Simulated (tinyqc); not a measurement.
Inside a calculation. Model: MOS inversion layer, Poisson-Schroedinger loop.

Program tinyqc, `OMP_NUM_THREADS=1 python tinyqc.py 2160111 2160112 out.jsonl`; Intel Xeon 2.30GHz, shared host, one thread, about 0.5 s. Printed values are rounded.

Electrons confined at an insulator interface at z = 0, treated as a hard wall; parabolic valleys, Hartree approximation, no image or exchange terms. The depletion charge lies far deeper than the electrons and gives a uniform field q Nd/(eps0 eps_r); the gate balances all charge. Energies are counted from the band edge at the interface.

Values chosen for this exercise; masses and permittivity close to those of gallium nitride:
```
symbol,value,unit,meaning
T,300,K,temperature
eps_r,9.36,,relative permittivity
mz1,0.199,m0,mass along z of valley set A (1 valley(s))
md1,0.197,m0,in-plane density-of-states mass of set A
Ns,4.2e11,cm^-2,sheet density of electrons
Nd,2.4e11,cm^-2,sheet density of depletion charge
hz,1.7,nm,mesh step
a,0.7,,mixing factor
```

Constants: q = 1.602176634e-19 C, kB = 1.380649e-23 J/K, hbar = 1.054571817e-34 J s, m0 = 9.1093837015e-31 kg, Vt = kB T/q, eps0 = 8.8541878128e-14 F/cm where lengths are in cm, hbar^2/(2 m0) = 0.0380998212 eV nm^2. Results are converted to the units shown.

## Fixed part of the potential

z, node 1 to 15 (nm): 1.7  3.4  5.1  6.8  8.5  10.2  11.9  13.6  15.3  17  18.7  20.4  22.1  23.8  25.5

V0 = q Nd z/(eps0 eps_r) in eV.

fixed potential V0, node 1 to 15 (eV): 0.007888  0.015775  0.023663  0.031550  0.039438  0.047326  0.055213  0.063101  0.070989  0.078876  0.086764  0.094651  0.102539  0.110427  0.118314

## Round 1: levels and probability densities

self-consistent potential U at the start, node 1 to 15 (eV): 0  0  0  0  0  0  0  0  0  0  0  0  0  0  0

Tridiagonal Hamiltonian with psi = 0 one step beyond both ends: H_ii = C (1/m_(i-1/2) + 1/m_(i+1/2))/hz^2 + V0_i + U_i, H_(i,i+1) = -C/(m_(i+1/2) hz^2), C = hbar^2/(2 m0). The lowest 2 level(s) are kept, normalised to hz sum |psi|^2 = 1. The mass is the same on all intervals.

levels (eV): A1 0.0371330, A2 0.0644219

```
node  |psi|^2 of A1 (1/nm)  |psi|^2 of A2 (1/nm)
1                 0.063369              0.058278
2                 0.153928              0.076621
3                 0.165205              0.011868
4                 0.114195              0.015863
5                 0.058045              0.089010
6                 0.023197              0.128327
7                 0.007590              0.106058
8                 0.002089              0.061421
9                 0.000494              0.027245
10                0.000102              0.009732
11                0.000018              0.002890
12                0.000003              0.000729
13                0.000000              0.000158
14                0.000000              0.000029
15                0.000000              0.000004
```

## Round 1: Fermi level and occupations

Level k holds N_k = D_k Vt ln(1 + exp((EF - E_k)/Vt)) with D = md1 m0 q/(pi hbar^2) per eV (spin included); EF is fixed by sum N_k = Ns.

EF = -0.0109543 eV
N_k (cm^-2): A1 3.07775e11, A2 1.12225e11

## Round 1: density, output potential and mixing

n_i = sum_k N_k |psi_k|^2 (converted to cm^-3). Hartree part by Gauss: on the interval before node i the electrons still beyond are S_i = Ns - hz sum_(j<i) n_j, and U_i = U_(i-1) + q S_i hz/(eps0 eps_r) in eV, U_0 = 0 at the interface. Mixing: U(new) = U + a (U(out) - U).

```
node  n (1e17 cm^-3)  U(out) (eV)  U after round 1 (eV)
1            2.60437    0.0138033             0.0096623
2            5.59739    0.0261516             0.0183061
3            5.21778    0.0353726             0.0247608
4            3.69267    0.0416783             0.0291748
5            2.78540    0.0459209             0.0321447
6            2.15410    0.0486073             0.0340251
7            1.42383    0.0500902             0.0350632
8            0.75361    0.0507776             0.0355443
9            0.32095    0.0510440             0.0357308
10           0.11234    0.0511310             0.0357917
11           0.03301    0.0511553             0.0358087
12           0.00828    0.0511611             0.0358128
13           0.00179    0.0511623             0.0358136
14           0.00033    0.0511625             0.0358138
15           0.00004    0.0511626             0.0358138
```

## Round 2: levels and probability densities

As before.

levels (eV): A1 0.0593541, A2 0.0935767

```
node  |psi|^2 of A1 (1/nm)  |psi|^2 of A2 (1/nm)
1                 0.107353              0.074387
2                 0.201188              0.054047
3                 0.158660              0.000274
4                 0.079739              0.064678
5                 0.029683              0.133927
6                 0.008835              0.126811
7                 0.002201              0.078698
8                 0.000472              0.036475
9                 0.000089              0.013467
10                0.000015              0.004113
11                0.000002              0.001065
12                0.000000              0.000238
13                0.000000              0.000046
14                0.000000              0.000008
15                0.000000              0.000001
```

## Round 2: Fermi level and occupations

As before.

EF = 0.0130155 eV
N_k (cm^-2): A1 3.27735e11, A2 9.22651e10

## Round 2: density, output potential and mixing

As before.

```
node  n (1e17 cm^-3)  U(out) (eV)  U after round 2 (eV)
1            4.20466    0.0138033             0.0125610
2            7.09231    0.0252575             0.0231721
3            5.20236    0.0327491             0.0303526
4            3.21008    0.0373342             0.0348864
5            2.20848    0.0401258             0.0377314
6            1.45957    0.0416834             0.0393859
7            0.79823    0.0424256             0.0402169
8            0.35200    0.0427219             0.0405686
9            0.12716    0.0428214             0.0406942
10           0.03843    0.0428500             0.0407325
11           0.00990    0.0428570             0.0407425
12           0.00220    0.0428585             0.0407448
13           0.00043    0.0428588             0.0407452
14           0.00007    0.0428588             0.0407453
15           0.00001    0.0428589             0.0407453
```

## Course of the self-consistent loop

Start from U = 0. Stop when the largest |U(out) - U| is below 1e-7 eV, or after 120 rounds.

Course of the iteration:
```
round  level A1 (eV)     EF (eV)  largest |U(out) - U| (eV)
1          0.0371330  -0.0109543                     0.0512
2          0.0593541   0.0130155                    8.16e-3
3          0.0641998   0.0179043                    2.11e-3
4          0.0655076   0.0191978                    5.86e-4
5          0.0658778   0.0195619                    1.66e-4
6          0.0659845   0.0196668                    4.80e-5
7          0.0660156   0.0196974                    1.41e-5
8          0.0660246   0.0197063                    4.13e-6
9          0.0660273   0.0197090                    1.22e-6
10         0.0660281   0.0197097                    3.58e-7
11         0.0660283   0.0197100                    1.06e-7
12         0.0660284   0.0197100                    3.13e-8
```

Converged in 12 rounds. Towards the end the residual shrinks by a factor of about 0.30 a round.

## Converged levels, occupations and centroid

converged U, node 1 to 15 (eV): 0.0138033  0.0251047  0.0324032  0.0368675  0.0396013  0.0411374  0.0418746  0.0421709  0.0422712  0.0423000  0.0423072  0.0423088  0.0423091  0.0423091  0.0423091

Solve for the levels with V0 + U, find EF, n_i = sum_k N_k |psi_k|^2 (in cm^-3); share of each level N_k/Ns; centroid sum n z/sum n.

levels (eV): A1 0.066028, A2 0.100339
EF = 0.0197100 eV
shares (%): A1 78.0887, A2 21.9113
n, node 1 to 15 (in units of 1e17 cm^-3): 4.47816  7.16447  5.07278  3.09730  2.14393  1.42977  0.78907  0.35095  0.12774  0.03886  0.01007  0.00225  0.00044  0.00007  0.00001
centroid = 5.21074 nm

An 800-node mesh to 44 nm with 8 levels a set gives A1 = 0.06742 eV, EF = 0.01842 eV and a centroid of 6.254 nm; the levels kept above hold 88.5 % of the electrons there. The coarse centroid is 17 % below the fine one.

## Closed-form estimates

Triangular well: E_k = a_k (C F^2/mz)^(1/3), a_1 = 2.338107, a_2 = 4.087949, C = hbar^2/(2 m0), F in eV/nm. Fang-Howard (all electrons in the lowest level of set A): b^3 = 6 (mz1/C) q (Nd + 11 Ns/32)/(eps0 eps_r), centroid 3/b, level C b^2/(4 mz1) + (3/b) q (Nd + 11 Ns/16)/(eps0 eps_r). Use F = q (Nd + Ns)/(eps0 eps_r), the surface field, and F = q (Nd + Ns/2)/(eps0 eps_r).

A1 with the surface field = 0.0735825 eV
A1 with Nd + Ns/2 = 0.0570015 eV
A2 with Nd + Ns/2 = 0.0996616 eV
b = 0.615235 1/nm
Fang-Howard centroid = 4.87619 nm
Fang-Howard level = 0.0679616 eV

Against the self-consistent A1 = 0.06742 eV on a fine mesh, the surface-field estimate is 9.1 % above it, the half-charge one 15 % below it and Fang-Howard 0.80 % above it. A1 holds 70.9 % of the electrons, and the Fang-Howard centroid is 22 % below the full one.
